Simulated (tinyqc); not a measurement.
Worked calculation: coherent transport through a tight-binding region between two chains. Computed by tinyqc, a small Python program that keeps every step. Settings: temperature = 300, mu = 0.12. Command: `OMP_NUM_THREADS=1 python tinyqc.py 25847 25848 out.jsonl` (the two numbers bound the seeds that draw the settings). One thread of a shared host (Intel(R) Xeon(R) Processor @ 2.60GHz), about 0.1 s of CPU time with the checks.

## Transmission at E = 0.14 eV

H of the central region (eV), lower triangle:
```
           1          2          3          4          5         6
1   0.000000
2  -1.330000   0.000000
3   0.000000  -1.330000   0.000000
4   0.000000   0.000000  -1.330000   0.000000
5   0.000000   0.000000   0.000000  -1.330000   0.000000
6  -1.330000   0.000000   0.000000   0.000000  -1.330000  0.000000
```

Leads: semi-infinite chains with site energy 0:
```
parameter                           value
lead hopping t (eV)              1.430000
coupling to the left lead (eV)   0.630000
coupling to the right lead (eV)  0.590000
left contact site                       1
right contact site                      3
```

E = 0.140000 eV

Surface Green function g = (E - i sqrt(4 t^2 - E^2)) / (2 t^2); self-energy tc^2 g on each contact site; G = (E - H - Sigma)^(-1); Gamma = -2 Im Sigma; T = Gamma_L Gamma_R |G_LR|^2; local density of states -Im G_ii / pi.

g = 0.034232-0.698462i 1/eV

G (1/eV), lower triangle:
```
                     1                    2                    3                    4
1  -0.059894-0.001092i
2   0.378821+0.004447i  -0.055523-0.074697i
3   0.020018+0.000624i   0.378904+0.003416i  -0.059902-0.000984i
4  -0.380634-0.008166i   0.019658+0.005101i   0.378565+0.007629i  -0.054721-0.075041i
5   0.020049+0.000235i  -0.380973-0.003953i   0.020053+0.000181i   0.379075+0.000270i
6   0.378524+0.008141i   0.020444-0.004685i  -0.380676-0.007648i   0.014818+0.075013i

                     5                    6
5  -0.059956-0.000209i
6   0.379116-0.000248i  -0.054725-0.074986i
```

local density of states (1/eV): 0.000348  0.023777  0.000313  0.023886  0.000067  0.023869

transmission = 0.000108

## Transmission across the band

The same steps on a grid of energies.

T(E):
```
E (eV)              T
-2.71700000  0.532267
-2.44530000  0.049435
-2.17360000  0.040540
-1.90190000  0.057895
-1.63020000  0.159823
-1.35850000  0.232729
-1.08680000  0.037640
-0.81510000  0.008497
-0.54340000  0.002261
-0.27170000  0.000433
0.00000000   0.000000
0.27170000   0.000433
0.54340000   0.002261
0.81510000   0.008497
1.08680000   0.037640
1.35850000   0.232729
1.63020000   0.159823
1.90190000   0.057895
2.17360000   0.040540
2.44530000   0.049435
2.71700000   0.532267
```

levels of the isolated region (eV): -2.660000  -1.330000  -1.330000  1.330000  1.330000  2.660000

## Current

I = (2e/h) int T(E) [f(E - mu - V/2) - f(E - mu + V/2)] dE at 300 K with mu = 0.12 eV, the bias not changing H; 2e^2/h = 77.48092 microsiemens; the integral runs over the band on 4001 points.

Current:
```
V (volt)  I (microampere)
0.010000         0.000071
0.050000         0.000362
0.100000         0.000753
0.200000         0.001742
0.400000         0.005420
0.800000         0.028165
```
